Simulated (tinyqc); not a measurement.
Worked calculation: plane-wave Kohn-Sham cycle with exchange-only LDA in a layered model solid. One step of it, computed by the program tinyqc.

Task: Iteration 2: potential. V_H(G) = 4 pi rho(G)/G^2 for G != 0 (uniform background); v_x = -(3 rho/pi)^(1/3); V = V_ext + V_H + v_x; Fourier components f(G_m) = (1/N) sum_j f(x_j) exp(-i G_m x_j).

A solid whose potential varies along x alone (atomic units):
```
parameter                      value
period a                   16.600000
cross-section of the cell  30.000000
electrons per cell                 4
grid points                       16
plane waves -n..n, n               3
k points                           4
V1 in V1 cos(2 pi x/a)     -0.620000
```

density after iteration 1 (e/bohr^3): [0.00915946, 0.00940364, 0.00924268, 0.00824341, 0.00745989, 0.00725027, 0.00723153, 0.00723120, 0.00722938, 0.00723120, 0.00723153, 0.00725027, 0.00745989, 0.00824341, 0.00924268, 0.00940364]

Give: Potentials on the grid; V(G_m), m = 0, 1, 2, ....

Result:

Potentials on the grid (hartree):
```
x          V_ext      V_H      v_x          V
0.0000   -0.6200   0.1103  -0.2060    -0.7157
1.0375   -0.5728   0.1023  -0.2079    -0.6783
2.0750   -0.4384   0.0763  -0.2067    -0.5687
3.1125   -0.2373   0.0350  -0.1989    -0.4012
4.1500         0  -0.0095  -0.1924    -0.2019
5.1875    0.2373  -0.0470  -0.1906  -3.23e-04
6.2250    0.4384  -0.0741  -0.1904     0.1739
7.2625    0.5728  -0.0903  -0.1904     0.2920
8.3000    0.6200  -0.0958  -0.1904     0.3338
9.3375    0.5728  -0.0903  -0.1904     0.2920
10.3750   0.4384  -0.0741  -0.1904     0.1739
11.4125   0.2373  -0.0470  -0.1906  -3.23e-04
12.4500        0  -0.0095  -0.1924    -0.2019
13.4875  -0.2373   0.0350  -0.1989    -0.4012
14.5250  -0.4384   0.0763  -0.2067    -0.5687
15.5625  -0.5728   0.1023  -0.2079    -0.6783
```

V(G_m), m = 0, 1, 2, ... (hartree): [-0.1969, -0.2625, 0.0027, -0.0001, 0.0002, 0.0002, 0.0000]
